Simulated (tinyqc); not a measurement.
## Segment and feed resistance from two drops

Inverse problem. A rail is fed at one end through Rq; K loads of Ij follow, each after a segment Rs. The drop at load j is K Ij Rq + Rs Ij sum_(l=1..j) (K - l + 1). Find Rs, Rq and the worst drop, at the middle, if the rail were fed through Rq at both ends: K Ij Rq/2 + Rs Ij K^2/8 with the load taken as continuous.

Values chosen for this exercise: number of equal loads K = 21; current of each load Ij = 1 mA.

drops at the first and at the last load (mV): 9.45  49.35

Solution. The difference of the two drops is Rs Ij K (K - 1)/2, which gives Rs; the first drop then gives Rq.

Rs = 0.1900 ohm
Rq = 0.2600 ohm
drop at the middle with two feeds = 13.20 mV

Computed by the program tinyqc: `OMP_NUM_THREADS=1 python tinyqc.py 2770229 2770230 out.jsonl`, one thread of a shared Intel Xeon 2.30GHz, about 0.1 s for the whole run.
